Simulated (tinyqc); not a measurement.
## Scale length and length offset from two DIBL values

Problem. DIBL = exp(-Le/(2 l)) + 2 exp(-Le/l) with Le = L - dL. Find l, dL and the drawn length for a DIBL of 100 mV/V.

DIBL at drawn lengths 50 and 86 nm (mV/V): [73.483871, 8.5508018]

Answer. With e = exp(-Le/(2 l)), 2 e^2 + e = DIBL gives e and so Le/l at each length; Le/l is a straight line in L with slope 1/l.

l = 8.80 nm
dL = 1.90 nm
length for 100 mV/V = 45.2 nm

Numbers from tinyqc (`OMP_NUM_THREADS=1 python tinyqc.py 2002186 2002187 out.jsonl`; about 0.01 s on one thread of a shared Intel Xeon 2.30GHz).
